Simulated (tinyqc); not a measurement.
## p-n heterojunction, non-linear Poisson equation by Newton steps, Fermi-Dirac statistics: effect of the bias of side 1 against side 2

One dimension, material 1 (p-type) at x < 0 and material 2 (n-type) at x > 0. Band edges: Ec = -psi in material 1 and -psi + dEc in material 2, Ev = Ec - Eg. Flat quasi-Fermi levels: 0 for holes, +V for electrons. n = Nc F((EFn - Ec)/Vt), p = Nv F((Ev - EFp)/Vt), with F(eta) = F_1/2(eta) = (2/sqrt(pi)) int_0^infinity sqrt(u) du/(1 + exp(u - eta)) (Fermi-Dirac statistics); full ionisation, no interface charge, classical densities; the doping types are chosen for the exercise.

Exact first integral: on each side D^2/(2 eps0 er) = G, G = q [Vt (nI_j - nI_b) + Vt (pI_j - pI_b) - C (psi_j - psi_b)], with C = -N1 or +N2, b the neutral end of that side, and nI, pI the densities with F_1/2 replaced by F_3/2(eta) = (4/(3 sqrt(pi))) int_0^infinity u^(3/2) du/(1 + exp(u - eta)). D is continuous, so er1 G1(psi_j) = er2 G2(psi_j) fixes psi_j. Ends from Nv1 F((-psi_L - Eg1)/Vt) = N1 and Nc2 F((V + psi_R - dEc)/Vt) = N2. D is counted positive when psi rises towards material 2. Depletion (Anderson) capacitance C^2 = q eps0 er1 er2 N1 N2/(2 (er1 N1 + er2 N2)(psi_R - psi_L)). -dD/dV is the change of the displacement at the interface with both quasi-Fermi levels flat; it is the terminal capacitance only while neither side holds an inversion layer. n_j and p_j are densities at the interface.

Parameters, values chosen for the exercise; band and dielectric values close to those of CdTe and CdS:
- T = 350 K (temperature)
- Eg1 = 1.5 eV (band gap of material 1)
- er1 = 10.2 (relative permittivity of material 1)
- Nc1 = 1.02e18 cm^-3 (conduction-band density of states of material 1)
- Nv1 = 2.23e19 cm^-3 (valence-band density of states of material 1)
- Eg2 = 2.43 eV (band gap of material 2)
- er2 = 9.01 (relative permittivity of material 2)
- Nc2 = 2.78e18 cm^-3 (conduction-band density of states of material 2)
- Nv2 = 2.31e19 cm^-3 (valence-band density of states of material 2)
- dEc = -0.08 eV (conduction-band offset Ec2 - Ec1)
- N1 = 1e18 cm^-3 (acceptor density of material 1)
- N2 = 1e16 cm^-3 (donor density of material 2)

Constants: q = 1.602176634e-19 C, kB = 1.380649e-23 J/K, Vt = kB T/q, eps0 = 8.8541878128e-14 F/cm where lengths are in cm. Results are converted to the units shown.

Results:

| V (V) | psi_R - psi_L (V) | psi_j - psi_L (V) | psi_R - psi_j (V) | D/q (cm^-2) | n_j in 1 (cm^-3) | p_j in 2 (cm^-3) | -dD/dV (nF/cm^2) | depletion C (nF/cm^2) |
|---|---|---|---|---|---|---|---|---|
| 0.3 | 0.8571 | 0.02348 | 0.8337 | 2.829e11 | 256.4 | 1383 | 27.75 | 27.19 |
| -0.17 | 1.327 | 0.03046 | 1.297 | 3.551e11 | 5.516e-5 | 1097 | 22.15 | 21.85 |
| -1.11 | 2.267 | 0.04225 | 2.225 | 4.675e11 | 2.377e-18 | 742.1 | 16.87 | 16.72 |
| -1.59 | 2.747 | 0.04768 | 2.699 | 5.156e11 | 3.488e-25 | 619.8 | 15.30 | 15.19 |
| -2.06 | 3.217 | 0.05276 | 3.164 | 5.587e11 | 7.048e-32 | 523.7 | 14.13 | 14.03 |
| -2.53 | 3.687 | 0.05767 | 3.629 | 5.987e11 | 1.416e-38 | 445.0 | 13.19 | 13.11 |
| -3 | 4.157 | 0.06244 | 4.095 | 6.362e11 | 2.831e-45 | 379.9 | 12.41 | 12.34 |

Estimate the missing row, V = -0.64 V.

Computed row:

| V (V) | psi_R - psi_L (V) | psi_j - psi_L (V) | psi_R - psi_j (V) | D/q (cm^-2) | n_j in 1 (cm^-3) | p_j in 2 (cm^-3) | -dD/dV (nF/cm^2) | depletion C (nF/cm^2) |
|---|---|---|---|---|---|---|---|---|
| -0.64 | 1.797 | 0.03660 | 1.761 | 4.151e11 | 1.155e-11 | 895.0 | 18.98 | 18.77 |

With this row back in the table: As V goes from 0.3 to -3, the total bending rises from 0.857 to 4.16 V and the sheet charge D/q rises from 2.83e11 to 6.36e11 cm^-2; the share of the bending in material 1 falls from 2.74 to 1.50 %. The capacitance departs most from the depletion formula at V = 0.3, where it is 2.1 % above it.

Numbers from tinyqc (`OMP_NUM_THREADS=1 python tinyqc.py 2040156 2040157 out.jsonl`; about 0.3 s on one thread of a shared Intel Xeon 2.30GHz).
